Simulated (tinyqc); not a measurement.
Ellipsoidal valleys in the axes of a wafer and a channel: one step. Subbands and shares in a film. Five cases, with inputs chosen for the exercise.

Question. Give the ladders, the shares and the mean conductivity mass.

Hard walls: E_n = c (n pi/t)^2/mz, c = hbar^2/2m0, n = 1, 2, 3. Non-degenerate share of a valley proportional to md sum_n exp(-E_n/kT); mean 1/mc = sum of share/mc. 1 nm = 10 angstrom.

Constants: hbar^2/2m0 = 3.80998211 eV angstrom^2; kB = 8.617333262e-05 eV/K.

Case 1.

Values chosen (out of a larger set: near those of the Delta valleys of Si; not measured data): t = 5.2 nm (thickness of the film); T = 400 K (temperature).

Masses (m0):
```
valley        mz        md        mc        mx        my
x       0.305707  0.316234  0.543500  0.543500  0.184000
y       0.305707  0.316234  0.543500  0.543500  0.184000
z       0.184000  0.407617  0.184000  0.184000  0.903000
```

Case 2.

Values chosen (out of a larger set: near those of the L valleys of Ge; not measured data): t = 7.3 nm (thickness of the film); T = 300 K (temperature).

Masses (m0):
```
valley         mz        md        mc        mx        my
[111]    0.118502  0.297726  0.150836  0.587667  0.150836
[1-1-1]  0.118502  0.297726  0.150836  0.587667  0.150836
[-11-1]  0.118502  0.297726  0.150836  0.587667  0.150836
[-1-11]  0.118502  0.297726  0.150836  0.587667  0.150836
```

Case 3.

Values chosen (out of a larger set: near those of the X valleys of AlAs; not measured data): t = 4.3 nm (thickness of the film); T = 77 K (temperature).

Masses (m0):
```
valley        mz        md        mc        mx        my
x       0.232371  0.428892  0.292214  0.486667  0.377976
y       0.232371  0.428892  0.292214  0.486667  0.377976
z       0.436968  0.312762  0.486667  0.486667  0.201000
```

Case 4.

Values chosen (out of a larger set: near those of the L valleys of Ge; not measured data): t = 4.3 nm (thickness of the film); T = 77 K (temperature).

Masses (m0):
```
valley         mz        md        mc        mx        my
[111]    0.283261  0.190146  0.079000  0.079000  0.457667
[1-1-1]  0.106699  0.309814  0.552697  1.120333  0.085675
[-11-1]  0.106699  0.309814  0.552697  1.120333  0.085675
[-1-11]  0.081346  0.354823  0.079000  0.079000  1.593667
```

Case 5.

Values chosen (out of a larger set: near those of the L valleys of Ge; not measured data): t = 8.8 nm (thickness of the film); T = 300 K (temperature).

Masses (m0):
```
valley         mz        md        mc        mx        my
[111]    0.221093  0.220270  0.113805  0.253667  0.191271
[1-1-1]  0.081000  0.363916  0.090564  0.253667  0.522083
[-11-1]  0.081000  0.363916  1.635000  1.635000  0.081000
[-1-11]  0.221093  0.220270  0.113805  0.253667  0.191271
```

Give: Subbands; mean mc.

Answer.

Case 1.

Subbands:
```
valley  E1 (meV)  E2 (meV)  E3 (meV)  share
x           45.5     182.0     409.4  0.395
y           45.5     182.0     409.4  0.395
z           75.6     302.3     680.2  0.209
```

mean mc = 0.3858 m0

The lowest ladder (x and y) holds 79 % of the electrons in these valleys, the next starts 30 meV higher.

Case 2.

Subbands:
```
valley   E1 (meV)  E2 (meV)  E3 (meV)  share
[111]        59.5     238.2     535.9  0.250
[1-1-1]      59.5     238.2     535.9  0.250
[-11-1]      59.5     238.2     535.9  0.250
[-1-11]      59.5     238.2     535.9  0.250
```

mean mc = 0.1508 m0

The lowest ladder ([111], [1-1-1], [-11-1] and [-1-11]) holds 100 % of the electrons in these valleys: all valleys have the same mz and md on this face, though not always the same mc.

Case 3.

Subbands:
```
valley  E1 (meV)  E2 (meV)  E3 (meV)  share
x           87.5     350.1     787.7  0.003
y           87.5     350.1     787.7  0.003
z           46.5     186.2     418.9  0.994
```

mean mc = 0.4848 m0

The lowest ladder (z) holds 99 % of the electrons in these valleys, the next starts 41 meV higher.

Case 4.

Subbands:
```
valley   E1 (meV)  E2 (meV)  E3 (meV)  share
[111]        71.8     287.2     646.2  1.000
[1-1-1]     190.6     762.4    1715.4  0.000
[-11-1]     190.6     762.4    1715.4  0.000
[-1-11]     250.0    1000.0    2250.0  0.000
```

mean mc = 0.0790 m0

The lowest ladder ([111]) holds 100 % of the electrons in these valleys, the next starts 119 meV higher. Energies of several hundred meV lie beyond the parabolic range, and real barriers are finite, so these are upper bounds.

Case 5.

Subbands:
```
valley   E1 (meV)  E2 (meV)  E3 (meV)  share
[111]        22.0      87.8     197.7  0.370
[1-1-1]      59.9     239.8     539.5  0.130
[-11-1]      59.9     239.8     539.5  0.130
[-1-11]      22.0      87.8     197.7  0.370
```

mean mc = 0.1248 m0

The lowest ladder ([111] and [-1-11]) holds 74 % of the electrons in these valleys, the next starts 38 meV higher.

Computed by tinyqc, one run a case: `OMP_NUM_THREADS=1 python tinyqc.py N N+1 out.jsonl` with N = 1850387, 1850391, 1850462, 1850498, 1850578; one thread of a shared Intel(R) Xeon(R) Processor @ 2.30GHz, about 0.02 s a run at most.
